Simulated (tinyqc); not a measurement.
# Level and width from two currents at zero temperature

Problem. In a resonant-tunnelling diode at zero temperature a sharp resonance at Er = E0 - alpha V between the emitter band edge and Ef carries J = K (pi/2) G Tp (Ef - Er), K = q^3 mw m0/(2 pi^2 hbar^3) (times 1e-4 for A/cm^2 per eV^2), with G its full width and Tp its peak transmission, G Tp taken as constant, and no back flow. Find G Tp and E0.

Values chosen for this exercise; masses and offsets close to those of GaAs wells and AlGaAs barriers:
```
symbol  value  unit                                               meaning
mw      0.069    m0                 mass in the well, spacer and contacts
Ef      0.034    eV  Fermi energy of both contacts above their band edges
alpha    0.48                               share of the bias at the well
```

Constants: q = 1.602176634e-19 C, hbar = 1.054571817e-34 J s, m0 = 9.1093837015e-31 kg. Results are converted to the units shown.

J at V = 0.036 and 0.086 V (kA/cm^2): [8.2908326, 50.807923]

Solution. J is linear in V: the slope gives G Tp, and the onset V0, where the line meets zero, gives E0 = Ef + alpha V0.

G Tp = 1.01 meV
E0 = 0.0466 eV

Numbers from tinyqc (`OMP_NUM_THREADS=1 python tinyqc.py 2600102 2600103 out.jsonl`; about 0.3 s on one thread of a shared Intel Xeon 2.30GHz).
